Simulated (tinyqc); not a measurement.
Surface potential of a MOS transistor: implicit equation and explicit approximations: two steps of the calculation.

p-type body, charge-sheet picture, depletion and inversion only, full ionisation (an idealisation for deep acceptors), Boltzmann statistics (rough once Na exp(x - xn) passes about Nc/7). In units of Vt: xg = (Vg - Vfb)/Vt, x = psi/Vt, G = gamma/sqrt(Vt), xn = (2 phiF + Vc)/Vt. The implicit equation is (xg - x)^2 = G^2 [x - 1 + exp(x - xn)] for x above about 3. Cox = eps0 eox/tox.

Parameters, values chosen for the exercise; band and dielectric values those of a made-up semiconductor:
```
symbol,value,unit,meaning
T,250,K,temperature
eox,3.9,,relative permittivity of the gate insulator (close to silicon dioxide)
tox,3.5,nm,insulator thickness
Vc,1,V,channel-body voltage
```

Constants: q = 1.602176634e-19 C, kB = 1.380649e-23 J/K, Vt = kB T/q, eps0 = 8.8541878128e-14 F/cm where lengths are in cm. Results are converted to the units shown.

Task 1. New x. D = exp(x - xn), f = (xg - x)^2 - G^2 (x - 1 + D), f' = -2 (xg - x) - G^2 (1 + D), x(new) = x - f/f'.

x after iteration 1 = 84.931573
G = 4.3131461
xn = 79.851594
xg = 151.78710

Find: D; f; f'; x after iteration 2.

Result 1.

D = 160.8
f = -82.59
f' = -3143
x after iteration 2 = 84.91

Task 2. Potential, charges and gate control. psi = Vt x; N_dep = Cox Vt G sqrt(x - 1)/q; N_inv = (Cox Vt G/q) [sqrt(x - 1 + exp(x - xn)) - sqrt(x - 1)]; dpsi/dVg = 1/[1 + G^2 (1 + exp(x - xn))/(2 (xg - x))].

converged x = 84.904963
G = 4.3131461
xn = 79.851594
xg = 151.78710

Find: psi; N_dep; N_inv; dpsi/dVg.

Result 2.

psi = 1.829 V
N_dep = 5.241e12 cm^-2
N_inv = 3.631e12 cm^-2
dpsi/dVg = 0.04365

psi lies 5.1 Vt above 2 phiF + Vc.

Program tinyqc, `OMP_NUM_THREADS=1 python tinyqc.py 2122192 2122193 out.jsonl`; Intel Xeon 2.30GHz, shared host, one thread, about 0.01 s.
